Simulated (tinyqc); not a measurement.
Across the gap: metal-induced gap states at the contact of a metal chain and a two-band chain.

The semiconductor alternates sites A at -Eg/2 and C at +Eg/2 with hopping -t; the gap runs from -Eg/2 to Eg/2. In the gap cosh(q a) = 1 + (Eg^2/4 - E^2)/(2 t^2) and the amplitude changes by -exp(-q a) a period. The metal has site energy 0 and hopping -tm; its end site has g_m = (E - i sqrt(4 tm^2 - E^2))/(2 tm^2). Sites 1, 2, ... count into the semiconductor, with energies e1, e2 alternating. The clean half chain has g1 = 1/(E - e1 - t^2 g2), g2 = 1/(E - e2 - t^2 g1), decaying root. With the contact G11 = 1/(1/g1 - tc^2 g_m), and the density on site j is -Im G_jj/pi = |psi_j/psi_1|^2 (-Im G11/pi), per spin, with psi_2/psi_1 = -t g2, psi_3/psi_2 = -t g1.

Parameters, chosen for this exercise (gap and optical dielectric constant near those of GaAs; the chain itself is a model; the results hold for these values, not for the real material): Eg = 1.44 eV (gap); t = 2.84 eV (hopping in the semiconductor); tm = 2.09 eV (hopping in the metal); tc = 2.44 eV (hopping across the contact); end = A (site that touches the metal); a = 4 angstrom (period (two sites); one chain for each area a^2).

E = f Eg. Share on C: the part of the summed density that lies on C sites, whose orbitals make the conduction edge.

Gap states:

| f | E (eV) | xi = 1/(2q) (angstrom) | D1 (1/eV) | D2 (1/eV) | sum (1/eV) | share on C |
|---|---|---|---|---|---|---|
| -0.48 | -0.691 | 28.18 | 0.1029 | 0.0020 | 0.7927 | 0.019 |
| -0.40 | -0.576 | 13.16 | 0.0902 | 0.0086 | 0.3769 | 0.087 |
| -0.30 | -0.432 | 9.88 | 0.0784 | 0.0160 | 0.2834 | 0.170 |
| -0.15 | -0.216 | 8.29 | 0.0632 | 0.0267 | 0.2348 | 0.297 |
| 0.00 | 0.000 | 7.91 | 0.0490 | 0.0381 | 0.2194 | 0.437 |
| 0.30 | 0.432 | 9.88 | 0.0205 | 0.0671 | 0.2632 | 0.766 |
| 0.40 | 0.576 | 13.16 | 0.0105 | 0.0813 | 0.3503 | 0.885 |
| 0.48 | 0.691 | 28.18 | 0.0022 | 0.0988 | 0.7632 | 0.979 |

Give the missing row, f = 0.15, E (eV) = 0.216.

Computed row:
```
f     E (eV)  xi = 1/(2q) (angstrom)  D1 (1/eV)  D2 (1/eV)  sum (1/eV)  share on C
0.15   0.216                    8.29     0.0350     0.0510      0.2247       0.593
```

The decay length xi of the density is shortest at mid-gap, 7.91 angstrom, and grows to 28.2 near the edges. The summed density is least at f = 0 (0.2194) and largest at f = -0.48 (0.7927 1/eV). The share on C goes from 0.02 to 0.98 and passes one half near f = +0.060, a point that depends on which site ends the chain. The states turn from valence-like to conduction-like across the gap; the branch point, where the decay is fastest, lies at mid-gap in this symmetric chain and is the usual estimate of the neutrality level.

tinyqc: `OMP_NUM_THREADS=1 python tinyqc.py 1480844 1480845 out.jsonl`; about 0.01 s, one thread, shared Intel(R) Xeon(R) Processor @ 2.30GHz.
